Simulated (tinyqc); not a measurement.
From results back to parameters: two-level Kane dispersion of a narrow-gap semiconductor. Three cases, with inputs chosen for the exercise.

Problem. In the two-level Kane model E = Eg/2 + sqrt(Eg^2/4 + (2/3) Ep c k^2), c = hbar^2/2m0, and the momentum mass is m(k) = (3/(2 Ep)) sqrt(Eg^2 + (8/3) Ep c k^2). It is given at the Fermi wave vectors kF = (3 pi^2 n)^(1/3) of two densities (1 cm^-3 = 1e-24 angstrom^-3).

Constants: hbar^2/2m0 = 3.80998211 eV angstrom^2.

Find: kF^2; Ep; edge mass; |Eg|.

Case 1.

Values chosen (out of a larger set: near those of HgTe; not measured data): n12 = (3.9e+15, 2.3e+17) cm^-3 (two densities).

masses at the two densities (m0): 0.02332165  0.03081839

Solution.

kF^2 (1/angstrom^2): 2.3713e-05  0.00035928

Ep = 18.9 eV
edge mass = 0.02270 m0
|Eg| = 0.286 eV

m^2 = m0*^2 + (6 c/Ep) kF^2 is a straight line in kF^2: the slope gives Ep, the intercept the edge mass, and |Eg| = (2/3) Ep m0*. The sign of Eg does not enter. For Eg < 0 the edge mass does not depend on Dso, which enters only as EF nears it.

Case 2.

Values chosen (out of a larger set: near those of HgTe; not measured data): n12 = (2.7e+15, 1.5e+18) cm^-3 (two densities).

masses at the two densities (m0): 0.02451592  0.04649222

Solution.

kF^2 (1/angstrom^2): 1.8558e-05  0.0012541

Ep = 18.1 eV
edge mass = 0.02403 m0
|Eg| = 0.290 eV

m^2 = m0*^2 + (6 c/Ep) kF^2 is a straight line in kF^2: the slope gives Ep, the intercept the edge mass, and |Eg| = (2/3) Ep m0*. The sign of Eg does not enter. For Eg < 0 the edge mass does not depend on Dso, which enters only as EF nears it.

Case 3.

Values chosen (out of a larger set: near those of InAs; not measured data): n12 = (8.8e+15, 2.6e+18) cm^-3 (two densities).

masses at the two densities (m0): 0.03178635  0.05426886

Solution.

kF^2 (1/angstrom^2): 4.0795e-05  0.0018097

Ep = 20.9 eV
edge mass = 0.03108 m0
|Eg| = 0.433 eV

m^2 = m0*^2 + (6 c/Ep) kF^2 is a straight line in kF^2: the slope gives Ep, the intercept the edge mass, and |Eg| = (2/3) Ep m0*. The sign of Eg does not enter. The two-level form takes Dso as infinite, which overstates the mass where Dso is not large against Eg.

Computed by tinyqc, one run a case: `OMP_NUM_THREADS=1 python tinyqc.py N N+1 out.jsonl` with N = 1050479, 1050488, 1050510; one thread of a shared Intel(R) Xeon(R) Processor @ 2.30GHz, about 0.01 s a run at most.
